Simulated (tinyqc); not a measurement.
From results back to parameters: eight-band Kane k.p model. Three cases, with inputs chosen for the exercise.

Problem. In the Kane model 1/m = A_r + Ep (Eg + 2 Dso/3)/(Eg (Eg + Dso)) and the Roth formula gives g* = 2 - 2 Ep Dso/(3 Eg (Eg + Dso)). The mass and the g factor below were computed from hidden Ep and Dso.

Find: X; Y; Ep; Dso.

Method. Let X = 1/m - A_r and Y = (2 - g*)/2. Then X + Y = Ep/Eg and X - 2 Y = Ep/(Eg + Dso).

Case 1.

Values chosen (out of a larger set: near those of GaP; not measured data): Eg = 2.87 eV (gap at Gamma to the s-like level); A_r = 1 (remote-band term in 1/m).

m = 0.0841921 m0
g* = 1.80398

Solution.

X = 10.878
Y = 0.098
Ep = 31.50 eV
Dso = 0.079 eV

Case 2.

Values chosen (out of a larger set: near those of CdTe; not measured data): Eg = 1.596 eV (gap at Gamma to the s-like level); A_r = 0.2 (remote-band term in 1/m).

m = 0.0946733 m0
g* = -0.83361

Solution.

X = 10.363
Y = 1.417
Ep = 18.80 eV
Dso = 0.901 eV

Case 3.

Values chosen (out of a larger set: near those of CdTe; not measured data): Eg = 1.592 eV (gap at Gamma to the s-like level); A_r = 1 (remote-band term in 1/m).

m = 0.0887473 m0
g* = -0.83093

Solution.

X = 10.268
Y = 1.415
Ep = 18.60 eV
Dso = 0.909 eV

Computed by tinyqc, one run a case: `OMP_NUM_THREADS=1 python tinyqc.py N N+1 out.jsonl` with N = 1050231, 1050257, 1050298; one thread of a shared Intel(R) Xeon(R) Processor @ 2.30GHz, about 0.1 s a run at most.
